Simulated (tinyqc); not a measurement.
p-n diode with diffusion and depletion-layer recombination: two steps of the calculation.

Abrupt junction in the depletion approximation, low injection, full ionisation, neutral widths fixed, ohmic contact on the p side. Vj is the junction voltage; where a series resistance Rs is given, V = Vj + J Rs is the terminal voltage.

Inputs (values chosen for the exercise); band and dielectric values close to those of gallium nitride: temperature T = 250 K; band gap Eg = 3.43 eV; relative permittivity eps_r = 9.41; conduction-band density of states at T Nc = 1.73e18 cm^-3; valence-band density of states at T Nv = 3.5e19 cm^-3; acceptor density Na = 2.7e18 cm^-3; donor density Nd = 3.6e16 cm^-3; electron lifetime tn = 7e-7 s; hole lifetime tp = 1e-8 s; series resistance Rs = 0.00049 ohm cm^2; trap level above the intrinsic level Et = 0 eV; junction voltage at which recombination is evaluated Vj = 2.5 V; terminal voltage V = 3.27 V.

Constants: q = 1.602176634e-19 C, kB = 1.380649e-23 J/K, Vt = kB T/q, eps0 = 8.8541878128e-14 F/cm where lengths are in cm. Results are converted to the units shown.

Task 1. Recombination in the depleted layer. ni = sqrt(Nc Nv) exp(-Eg/(2 Vt)), Eg in volts. Vbi = Vt ln(Na Nd/ni^2), W = sqrt(2 eps0 eps_r (Vbi - Vj)(1/Na + 1/Nd)/q), xp = W Nd/(Na + Nd), xn = W Na/(Na + Nd); u(x) = q Na (x + xp)^2/(2 eps0 eps_r) for x < 0 and Vbi - Vj - q Nd (xn - x)^2/(2 eps0 eps_r) for x > 0; p = Na exp(-u/Vt), n = Nd exp((u - Vbi + Vj)/Vt); U = ni^2 (exp(Vj/Vt) - 1)/(tp (n + ni exp(Et/Vt)) + tn (p + ni exp(-Et/Vt))); J_scr = q times the integral of U from -xp to xn. Trapezoid rule on 16 equal steps.

Find: W; x; u; n; p; U; J_scr.

Result 1.

W = 152.21 nm

```
point	x (nm)	u (V)	n (cm^-3)	p (cm^-3)	U (cm^-3 s^-1)
0	-2.00	0.00000	4.0066	2.7000e18	5.7237e6
1	7.51	0.08656	222.69	4.8579e16	3.1812e8
2	17.02	0.17740	15102	7.1633e14	2.1574e10
3	26.54	0.26198	7.6570e5	1.4128e13	1.0939e12
4	36.05	0.34029	2.9026e7	3.7269e11	4.1466e13
5	45.56	0.41234	8.2267e8	1.3150e10	1.1742e15
6	55.08	0.47813	1.7433e10	6.2055e8	1.7772e16
7	64.59	0.53764	2.7619e11	3.9168e7	3.8783e15
8	74.10	0.59090	3.2715e12	3.3067e6	3.3065e14
9	83.62	0.63789	2.8972e13	3.7338e5	3.7338e13
10	93.13	0.67861	1.9183e14	56392	5.6392e12
11	102.64	0.71307	9.4966e14	11391	1.1391e12
12	112.16	0.74126	3.5149e15	3077.7	3.0777e11
13	121.67	0.76319	9.7265e15	1112.2	1.1122e11
14	131.18	0.77885	2.0124e16	537.57	5.3757e10
15	140.70	0.78825	3.1128e16	347.53	3.4753e10
16	150.21	0.79138	3.6000e16	300.49	3.0049e10
```

J_scr = 3.5425e-9 A/cm^2

Task 2. New Vj. Diffusion current alone: J = J0 (exp(Vj/Vt) - 1), g = Vj + J Rs - V, g' = 1 + Rs J0 exp(Vj/Vt)/Vt, Vj(new) = Vj - g/g'.

Vj after iteration 2 = 3.2490675 V
J0 = J0n + J0p = 1.8101291e-63 A/cm^2

Give: J; g; g'; Vj after iteration 3.

Result 2.

J = 570.20 A/cm^2
g = 0.25847 V
g' = 13.969
Vj after iteration 3 = 3.2306 V

Numbers from tinyqc (`OMP_NUM_THREADS=1 python tinyqc.py 2260053 2260054 out.jsonl`; about 0.01 s on one thread of a shared Intel Xeon 2.30GHz).
